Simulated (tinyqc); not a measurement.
# Changing the particle radius h

Model: wafer bonding and layer transfer: bond energy, gap closing, particles, bonding of dissimilar wafers and hydrogen blisters. Computed by tinyqc, a small Python program. Command: `OMP_NUM_THREADS=1 python tinyqc.py 3020623 3020624 out.jsonl bond sweep`. One thread of a shared host (Intel(R) Xeon(R) Processor @ 2.30GHz), about 0.01 s of CPU time with the checks.

gamma is the energy per area of each of the two surfaces; plates are isotropic, and both wafers have E1 and t1.

Inputs (values chosen for the exercise, with wafer 1 close to silicon):
```
quantity             value        unit
Young's modulus E1     157         GPa
Poisson ratio nu      0.21           -
thickness t1           725  micrometre
blade thickness t_b     80  micrometre
crack length L          19          mm
```

Pair: two equal wafers.

Method. Two cantilevers opened by t_b: gamma = 3 t_b^2 E1 t1^3 E2 t2^3/(16 L^4 (E1 t1^3 + E2 t2^3)). E' = E1/(1 - nu^2), equal wafers assumed. Void radius in the plate regime: R_v = [(2/3) E' t1^3/gamma]^(1/4) h^(1/2). Below h_crit = 5 sqrt(t1 gamma/E') the wafers deform locally and R_v is of the order of h (taken as h).

One run for each value:
```
particle radius h (micrometre)  void radius (micrometre)  critical particle radius (micrometre)
0.01                                           1.000e-02                                 0.1743
0.024                                          2.400e-02                                 0.1743
0.056                                          5.600e-02                                 0.1743
0.13                                           1.300e-01                                 0.1743
0.32                                           1.985e+03                                 0.1743
0.75                                           3.038e+03                                 0.1743
1.8                                            4.707e+03                                 0.1743
4.2                                            7.190e+03                                 0.1743
10                                             1.109e+04                                 0.1743
```

What does the table show, and why?

At the high end the exponent of void radius is 0.50, close to 0.50: plate bending. The void radius jumps by orders of magnitude at the critical particle size, where bending of the whole wafer takes over.
